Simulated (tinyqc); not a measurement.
Worked calculation: MP2 on RHF in the sto-3g basis, for B+, spin multiplicity 1. Computed by tinyqc, a small Python program that keeps every step (integrals from PySCF). Settings: charge = 1, multiplicity = 1, basis = sto-3g, method = RHF, energy threshold = 1e-10, iteration cap = 51, orthogonalisation = symmetric, start = core, DIIS depth = 6. Command: `OMP_NUM_THREADS=1 python tinyqc.py 25358 25359 out.jsonl` (the two numbers bound the seeds that draw the settings). One thread of a shared host (Intel(R) Xeon(R) Processor @ 2.60GHz), about 0.05 s of CPU time with the checks. The early iterations of the SCF are left out here.

## One-electron integrals

Geometry (angstrom):
```
atom         x         y         z
B     0.000000  0.000000  0.000000
```

Basis sto-3g: exponents (1/bohr^2) and contraction coefficients of normalised primitives:
```
element  l (shell)   exponent  coefficient
B            s (1)  48.791113     0.154329
B            s (1)   8.887362     0.535328
B            s (1)   2.405267     0.444635
B            s (2)   2.236956    -0.099967
B            s (2)   0.519821     0.399513
B            s (2)   0.169062     0.700115
B            p (3)   2.236956     0.155916
B            p (3)   0.519821     0.607684
B            p (3)   0.169062     0.391957
```

Overlap, kinetic and nuclear-attraction integrals over the contracted functions; the nuclear repulsion is the sum of Za Zb / Rab.

nuclear repulsion = 0 hartree

overlap S, lower triangle:
```
           1B 1s     1B 2s    1B 2px    1B 2py    1B 2pz
1B 1s   1.000000
1B 2s   0.269328  1.000000
1B 2px  0.000000  0.000000  1.000000
1B 2py  0.000000  0.000000  0.000000  1.000000
1B 2pz  0.000000  0.000000  0.000000  0.000000  1.000000
```

kinetic energy T (hartree), lower triangle:
```
            1B 1s     1B 2s    1B 2px    1B 2py    1B 2pz
1B 1s   10.826302
1B 2s   -0.047967  0.359168
1B 2px   0.000000  0.000000  1.123881
1B 2py   0.000000  0.000000  0.000000  1.123881
1B 2pz   0.000000  0.000000  0.000000  0.000000  1.123881
```

nuclear attraction V (hartree), lower triangle:
```
             1B 1s      1B 2s     1B 2px     1B 2py     1B 2pz
1B 1s   -23.147388
1B 2s    -3.139362  -3.771633
1B 2px    0.000000   0.000000  -3.741440
1B 2py    0.000000   0.000000   0.000000  -3.741440
1B 2pz    0.000000   0.000000   0.000000   0.000000  -3.741440
```

core Hamiltonian H = T + V (hartree), lower triangle:
```
             1B 1s      1B 2s     1B 2px     1B 2py     1B 2pz
1B 1s   -12.321086
1B 2s    -3.187330  -3.412465
1B 2px    0.000000   0.000000  -2.617559
1B 2py    0.000000   0.000000   0.000000  -2.617559
1B 2pz    0.000000   0.000000   0.000000   0.000000  -2.617559
```

## Two-electron integrals

Functions are numbered as in S; the eight-fold symmetry (ij|kl) = (ji|kl) = (kl|ij) leaves the list below.

Two-electron integrals (ij|kl) in chemists' order, unique and non-zero (hartree):
```
(11|11) 2.923513   (21|11) 0.518376   (21|21) 0.109262   (22|11) 0.744229
(22|21) 0.193177   (22|22) 0.544804   (31|31) 0.020264   (32|31) 0.029996
(32|32) 0.120346   (33|11) 0.742491   (33|21) 0.193240   (33|22) 0.544682
(33|33) 0.586773   (41|41) 0.020264   (42|41) 0.029996   (42|42) 0.120346
(43|43) 0.031630   (44|11) 0.742491   (44|21) 0.193240   (44|22) 0.544682
(44|33) 0.523513   (44|44) 0.586773   (51|51) 0.020264   (52|51) 0.029996
(52|52) 0.120346   (53|53) 0.031630   (54|54) 0.031630   (55|11) 0.742491
(55|21) 0.193240   (55|22) 0.544682   (55|33) 0.523513   (55|44) 0.523513
(55|55) 0.586773
```

## Orthogonalisation

S = U s U^T; symmetric (Loewdin) form X = U s^(-1/2) U^T, so that X^T S X = 1.

eigenvalues of S: 0.730672  1.000000  1.000000  1.000000  1.269328

X, lower triangle:
```
            1B 1s     1B 2s    1B 2px    1B 2py    1B 2pz
1B 1s    1.028732
1B 2s   -0.141141  1.028732
1B 2px   0.000000  0.000000  1.000000
1B 2py   0.000000  0.000000  0.000000  1.000000
1B 2pz   0.000000  0.000000  0.000000  0.000000  1.000000
```

## Starting guess

The start is the orbitals of the core Hamiltonian; D = 2 C_occ C_occ^T.

D at the start, lower triangle:
```
            1B 1s     1B 2s    1B 2px    1B 2py    1B 2pz
1B 1s    2.156421
1B 2s   -0.580784  2.156421
1B 2px   0.000000  0.000000  0.000000
1B 2py   0.000000  0.000000  0.000000  0.000000
1B 2pz   0.000000  0.000000  0.000000  0.000000  0.000000
```

## Iteration 2 (converged): orbitals

converged F (hartree), lower triangle:
```
            1B 1s      1B 2s     1B 2px     1B 2py     1B 2pz
1B 1s   -7.982923
1B 2s   -2.299193  -1.450181
1B 2px   0.000000   0.000000  -0.200518
1B 2py   0.000000   0.000000   0.000000  -0.200518
1B 2pz   0.000000   0.000000   0.000000   0.000000  -0.200518
```

Diagonalise F' = X^T F X, C = X C', fill 2 alpha and 2 beta electrons from the bottom; D = 2 C_occ C_occ^T. Each column has its largest component positive (the first on a tie).

F' = X^T F X (hartree), lower triangle:
```
           1          2          3          4          5
1  -7.809469
2  -1.109365  -1.026070
3   0.000000   0.000000  -0.200518
4   0.000000   0.000000   0.000000  -0.200518
5   0.000000   0.000000   0.000000   0.000000  -0.200518
```

orbital energies (hartree): MO1 -7.986287, MO2 -0.849252, MO3 -0.200518, MO4 -0.200518, MO5 -0.200518

coefficients C:
```
             MO1        MO2       MO3       MO4       MO5
1B 1s   0.993693  -0.301304  0.000000  0.000000  0.000000
1B 2s   0.022541   1.038125  0.000000  0.000000  0.000000
1B 2px  0.000000   0.000000  1.000000  0.000000  0.000000
1B 2py  0.000000   0.000000  0.000000  1.000000  0.000000
1B 2pz  0.000000   0.000000  0.000000  0.000000  1.000000
```

D after iteration 2, lower triangle:
```
            1B 1s     1B 2s    1B 2px    1B 2py    1B 2pz
1B 1s    2.156421
1B 2s   -0.580784  2.156421
1B 2px   0.000000  0.000000  0.000000
1B 2py   0.000000  0.000000  0.000000  0.000000
1B 2pz   0.000000  0.000000  0.000000  0.000000  0.000000
```

Within a degenerate level the vectors are fixed only up to a rotation; this is one choice.

## Convergence

Stop when the energy changes by less than 1e-10 hartree and every element of the error matrix X^T (F D S - S D F) X is below 3e-06.

Course of the cycle:
```
iteration   E (hartree)    change  largest element of the error matrix
1          -23.94847037         -                             1.87e-15
2          -23.94847037  1.42e-14                             0.000000
```

PySCF RHF in the same basis = -23.94847037 hartree

Converged in 2 iterations.

## Populations

Mulliken: Z minus the diagonal of D S on the atom; Loewdin: the same with S^(1/2) D S^(1/2).

Charges (e):
```
atom  Mulliken   Loewdin
1B    1.000000  1.000000
```

## Integrals over molecular orbitals

(pq|rs) = sum C_ip C_jq C_kr C_ls (ij|kl), one index at a time.

one-electron integrals over orbitals h = C^T H C (hartree), lower triangle:
```
            1          2          3          4          5
1  -12.310688
2    0.342793  -2.802244
3    0.000000   0.000000  -2.617559
4    0.000000   0.000000   0.000000  -2.617559
5    0.000000   0.000000   0.000000   0.000000  -2.617559
```

Two-electron integrals over orbitals (pq|rs), unique and non-zero (hartree):
```
(11|11) 2.897294    (21|11) -0.324303   (21|21) 0.057850    (22|11) 0.742479
(22|21) -0.018490   (22|22) 0.525885    (31|31) 0.021414    (32|31) 0.027489
(32|32) 0.112771    (33|11) 0.742089    (33|21) -0.011529   (33|22) 0.533524
(33|33) 0.586773    (41|41) 0.021414    (42|41) 0.027489    (42|42) 0.112771
(43|43) 0.031630    (44|11) 0.742089    (44|21) -0.011529   (44|22) 0.533524
(44|33) 0.523513    (44|44) 0.586773    (51|51) 0.021414    (52|51) 0.027489
(52|52) 0.112771    (53|53) 0.031630    (54|54) 0.031630    (55|11) 0.742089
(55|21) -0.011529   (55|22) 0.533524    (55|33) 0.523513    (55|44) 0.523513
(55|55) 0.586773
```

## Second-order Moller-Plesset energy

Hartree-Fock energy = -23.94847037 hartree

E2 = sum_ijab (ia|jb) [2 (ia|jb) - (ib|ja)] / (e_i + e_j - e_a - e_b) over occupied i, j and virtual a, b; the opposite-spin part is (ia|jb)^2 / denominator, the rest is same-spin, and SCS-MP2 scales them by 6/5 and 1/3.

Terms:
```
i  j  a  b   (ia|jb)   (ib|ja)  denominator       term
2  2  3  3  0.112771  0.112771    -1.297468  -0.009802
2  2  4  4  0.112771  0.112771    -1.297468  -0.009802
2  2  5  5  0.112771  0.112771    -1.297468  -0.009802
1  2  3  3  0.027489  0.027489    -8.434502  -0.000090
1  2  4  4  0.027489  0.027489    -8.434502  -0.000090
1  2  5  5  0.027489  0.027489    -8.434502  -0.000090
2  1  3  3  0.027489  0.027489    -8.434502  -0.000090
2  1  4  4  0.027489  0.027489    -8.434502  -0.000090
2  1  5  5  0.027489  0.027489    -8.434502  -0.000090
1  1  3  3  0.021414  0.021414   -15.571537  -0.000029
1  1  4  4  0.021414  0.021414   -15.571537  -0.000029
1  1  5  5  0.021414  0.021414   -15.571537  -0.000029
```

Pair energies (hartree; pair i-j sums ij and ji):
```
pair  opposite spin  same spin
1-1       -0.000088   0.000000
2-1       -0.000538   0.000000
2-2       -0.029405   0.000000
```

MP2 correlation energy = -0.03003098 hartree

SCS-MP2 correlation energy = -0.03603718 hartree

MP2 total energy = -23.97850135 hartree
